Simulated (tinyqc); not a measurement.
ESD clamp with bipolar snapback, compact model and design window: one step of the calculation.

The drain junction multiplies the current that enters it: Igen = (M - 1)(Ic + I0), M = 1/(1 - (Vj/BV)^n). The generated holes leave through the substrate resistance and the base of the parasitic npn: Igen = Vb/Rb + Ic/be, Ic = Is exp(Vb/Vt). Terminal current I = Ic + I0 + Igen and voltage V = Vj + I Ro, per width. Isothermal, constant gain.

Question. Design window and human-body level. Human-body model: 100 pF through 1500 ohm, peak current about (level - Vt2)/1500 ohm, decay time 150 ns. All fingers turn on before the first fails if Vt2 > Vt1; then the clamp carries Nf Wf It2, otherwise in the worst case Wf It2. Margins: Vh - 1.1 Vdd against latching in operation, Vox - max(Vt1, Vt2) for the protected oxide.

Parameters, values chosen for the exercise; values close to those of grounded-gate n-channel clamps: failure current for 100 ns It2 = 9.9 mA/um; finger width Wf = 40 um; number of fingers Nf = 6; human-body-model level Lv = 4 kV; oxide breakdown voltage for 100 ns Vox = 11.8 V; supply voltage Vdd = 3.3 V.

Vt1 = 8.6067695 V
Vh = 7.0881209 V
Vt2 = 7.8571473 V

Give: peak current; current the clamp carries; level it withstands; holding margin; oxide margin.

Answer.

peak current = 2.661 A
current the clamp carries = 0.3960 A
level it withstands = 0.6019 kV
holding margin = 3.458 V
oxide margin = 3.193 V

Uniform turn-on is not assured; the clamp fails the level. Both margins are positive.

Program tinyqc, `OMP_NUM_THREADS=1 python tinyqc.py 2670044 2670045 out.jsonl`; Intel Xeon 2.30GHz, shared host, one thread, about 0.01 s.
